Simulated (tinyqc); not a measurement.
# Series resistance and length offset from two lengths at two overdrives

Question. In strong inversion R W = Rsd + k(x)(L - dL), k(x) = (1 + th1 x)/(mu0 Cox x), x the overdrive, Cox = eps0 eox/tox, with Rsd and dL independent of x. Find dL, Rsd, mu0 and th1.

Inputs (values chosen for the exercise):
```
symbol  value  unit                                                                 meaning
eox      7.51        relative permittivity of the gate insulator (close to silicon nitride)
tox       2.9    nm                                                     insulator thickness
```

Constants: eps0 = 8.8541878128e-14 F/cm where lengths are in cm. Results are converted to the units shown.

total resistance times width (ohm um):

|  | L = 0.085 um | L = 0.91 um |
|---|---|---|
| overdrive 0.59 V | 416.659744 | 3128.38598 |
| overdrive 1.08 V | 327.226625 | 2014.19837 |

Answer. At each overdrive R W is a straight line in L; the two lines cross at L = dL, R W = Rsd. Their slopes give k x = (1 + th1 x)/(mu0 Cox), a straight line in x.

dL = 0.01300 um
Rsd = 180.0 ohm um
mu0 = 270.0 cm^2/(V s)
th1 = 0.3400 1/V

tinyqc, about 0.01 s, one thread, Intel Xeon 2.30GHz (shared host): `OMP_NUM_THREADS=1 python tinyqc.py 2210160 2210161 out.jsonl`
